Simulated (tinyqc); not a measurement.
# CMOS inverter, nodal equation and switching: what changes with what

An n-channel pull-down (bn, VTn) and a p-channel pull-up (bp, VTp) share the input Vin and the output node Vout, which carries the load C. Transistor (EKV form, voltages against the body): I = 2 n b Vt^2 [F(vp - Vs) - F(vp - Vd)] from drain to source, F(v) = ln^2(1 + exp(v/(2 Vt))), vp = (Vg - VT + sg |Vd - Vs|)/n. n-channel bodies are at 0; for the p-channel device all voltages are counted down from Vdd. b in uA/V^2 gives I in uA. Static: In = Ip. Transient: C dVout/dt = Ip - In. No velocity saturation, no gate capacitance beyond C.

Values chosen for this exercise: temperature T = 250 K; supply voltage Vdd = 0.75 V; slope factor n = 1.24; drain-induced barrier lowering sg = 0.047; n-channel threshold VTn = 0.32 V; p-channel threshold (magnitude) VTp = 0.39 V; gain factor of the pull-down transistor bn = 390 uA/V^2; gain factor of the pull-up transistor bp = 390 uA/V^2; load capacitance C = 2.6 fF.

Constants: q = 1.602176634e-19 C, kB = 1.380649e-23 J/K, Vt = kB T/q. Results are converted to the units shown.

Each table varies one quantity; the others keep the values above.

## Effect of the supply voltage

VM solves In = Ip with Vin = Vout; VIL and VIH are the inputs of gain -1, NML = VIL - Vout(VIH), NMH = Vout(VIL) - VIH. For a step input the delay to Vdd/2 is tHL = C times the integral of dV/(In - Ip) from Vdd/2 to Vdd at Vin = Vdd, and tLH likewise with Ip - In from 0 to Vdd/2 at Vin = 0.

Effect of the supply voltage:
```
Vdd (V)	VM (V)	gain at VM	NML (V)	NMH (V)	tHL (ps)	tLH (ps)
0.2	0.06713	-12.92	0.03747	0.1075	4.474e4	5.688e5
0.3	0.1166	-20.00	0.08493	0.1549	2349	2.096e4
0.4	0.1666	-21.14	0.1321	0.2021	314.7	1304
0.5	0.2166	-21.26	0.1785	0.2485	104.5	236.5
0.6	0.2666	-21.27	0.2233	0.2933	54.66	92.35
0.8	0.3666	-21.28	0.3021	0.3721	25.63	34.46
1	0.4666	-21.28	0.3640	0.4340	16.19	19.87
1.2	0.5666	-21.28	0.4171	0.4871	11.70	13.67
```

What does the table show?

As Vdd goes from 0.2 to 1.2 V, VM rises from 0.0671 to 0.567 V, the size of the gain rises from 12.9 to 21.3, tHL falls from 44700 to 11.7 ps and tLH falls from 5.69e5 to 13.7 ps. The smaller margin is largest, 0.417 V, at Vdd = 1.2 V among the rows. For Vdd = 1 to 1.2 V the overdrive passes 0.5 V, where velocity saturation, left out here, would lengthen the delays of short devices. For Vdd = 0.2 to 0.3 V the supply is below a threshold, where mismatch, left out here, dominates margins and delay.

## Effect of the gain factor of the pull-up transistor

Same model as above.

The same in every row: tHL (ps) = 29.78.

Effect of the gain factor of the pull-up transistor:
```
bp (uA/V^2)	VM (V)	gain at VM	NML (V)	NMH (V)	tLH (ps)
78	0.3077	-21.28	0.2476	0.3902	207.7
120	0.3167	-21.28	0.2574	0.3806	135.0
180	0.3253	-21.28	0.2666	0.3715	89.99
280	0.3346	-21.28	0.2766	0.3616	57.85
430	0.3436	-21.28	0.2863	0.3519	37.67
660	0.3527	-21.28	0.2960	0.3422	24.54
1000	0.3614	-21.28	0.3053	0.3328	16.20
1600	0.3713	-21.28	0.3158	0.3221	10.12
```

As bp goes from 78 to 1600 uA/V^2, VM rises from 0.308 to 0.371 V, the size of the gain stays near 21.3, tHL stays near 29.8 ps and tLH falls from 208 to 10.1 ps. The smaller margin is largest, 0.316 V, at bp = 1600 uA/V^2 among the rows. A stronger pull-up raises VM and trades low-side against high-side margin.

Numbers from tinyqc (`OMP_NUM_THREADS=1 python tinyqc.py 2340092 2340093 out.jsonl`; about 0.04 s on one thread of a shared Intel Xeon 2.30GHz).
